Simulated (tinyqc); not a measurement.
Thin-film optics by transfer matrices, step by step. Values are carried at full precision from step to step, so a last printed digit may differ when a step is redone from the rounded ones.

Indices N = n + i k. Snell: N0 sin(theta) = N_j sin(theta_j), with Im(N_j cos theta_j) >= 0. Admittance y_j = N_j cos theta_j for s and N_j/cos theta_j for p. Phase delta_j = 2 pi N_j cos theta_j d_j/lambda. Layer matrix [[cos delta, -i sin delta/y], [-i y sin delta, cos delta]], multiplied from the top down to M. (B, C) = M (1, y_sub); r = (y0 B - C)/(y0 B + C), R = |r|^2, T = 4 Re y0 Re y_sub/|y0 B + C|^2, absorbed in the films 1 - R - T.

Parameters, chosen for this exercise (indices near those of resist, ARC on Si; not measured data): lam = 193 nm (vacuum wavelength); n0 = 1 (ambient index); n = (1.698, 1.794, 0.89) (n of resist, ARC, substrate); k = (0.02, 0.335, 2.676) (k in the same order); d = (91.3, 34.7) nm (thicknesses, top first); theta = 45 degrees (angle of incidence); pol = s (polarisation).

## Angles, admittances and phases

Form cos theta_j, y_j and delta_j.

cos theta_j: ambient 0.7071, film 1 0.9092+0.0022i, film 2 0.9278+0.0292i, substrate 1.0250+0.0184i

y_j: ambient 0.7071, film 1 1.5438+0.0220i, film 2 1.6547+0.3632i, substrate 0.8631+2.7593i

delta_j (rad): film 1 4.5886+0.0654i, film 2 1.8693+0.4103i

## Layer matrices and their product

Form each matrix and multiply from the top down.

matrix of film 1:
```
                 1                2
1  -0.1237+0.0649i   0.0039+0.6441i
2  -0.0343+1.5351i  -0.1237+0.0649i
```

matrix of film 2:
```
                 1                2
1  -0.3192-0.4032i  -0.2028-0.5824i
2   0.1715-1.7616i  -0.3192-0.4032i
```

M:
```
                1               2
1  1.2010+0.1327i  0.3214-0.1483i
2  0.7231-0.2470i  0.9667-0.2622i
```

Each matrix has determinant 1, and so has M.

## Reflection and transmission

Close the stack on the substrate.

B, C: 1.8876+0.8915i  2.2809+2.1940i

r = -0.3723-0.1416i
R = 0.1587
T into the substrate = 0.1160
absorbed in the films = 0.7253

The bare substrate would reflect 0.7578.

## Ellipsometric angles

Ellipsometry: rho = tan(Psi) exp(i Delta) = -conj(r_p/r_s) with the r of the admittance formula, Delta in 0 to 360 degrees, so that a bare dielectric at small angles gives Delta = 180.

Repeat the steps for both polarisations.

r_s = -0.3723-0.1416i
r_p = -0.1111-0.1820i
Psi = 28.16 degrees
Delta = 142.22 degrees

## Checks

- R against the recursion of Airy sums from the substrate up: both 0.15868.

Program tinyqc; command `OMP_NUM_THREADS=1 python tinyqc.py 1651403 1651404 out.jsonl`; about 0.01 s on one thread of a shared Intel(R) Xeon(R) Processor @ 2.30GHz.
